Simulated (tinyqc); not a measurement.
From results back to parameters: valley splitting of a silicon quantum well in envelope theory. Two cases, with inputs chosen for the exercise.

Problem. A dot straddles a single atomic step, which shifts the valley phase by theta = q a/4 = pi k0 (k0 in 2 pi/a). With the share t of the electron on the upper terrace, Ev = Ev0 |1 - t + t exp(i theta)|. Ev was computed from a hidden t below one half.

Find: t (1 - t); t; Ev at t = 1/2.

Method. (Ev/Ev0)^2 = 1 - 2 t (1 - t)(1 - cos theta), a quadratic for t; at t = 1/2 the splitting is Ev0 |cos(theta/2)|.

Case 1.

Values chosen (out of a larger set: near those of a strained Si well in SiGe; not measured data): Ev0 = 150 micro-eV (splitting on a flat terrace); k0 = 0.832 2 pi/a (valley position).

Ev = 87.438 micro-eV

Solution.

t (1 - t) = 0.1771
t = 0.23
Ev at t = 1/2 = 39.1 micro-eV

Case 2.

Values chosen (out of a larger set: near those of a strained Si well in SiGe; not measured data): Ev0 = 296 micro-eV (splitting on a flat terrace); k0 = 0.843 2 pi/a (valley position).

Ev = 112.415 micro-eV

Solution.

t (1 - t) = 0.2275
t = 0.35
Ev at t = 1/2 = 72.3 micro-eV

Computed by tinyqc, one run a case: `OMP_NUM_THREADS=1 python tinyqc.py N N+1 out.jsonl` with N = 1280787, 1280805; one thread of a shared Intel(R) Xeon(R) Processor @ 2.30GHz, about 0.1 s a run at most.
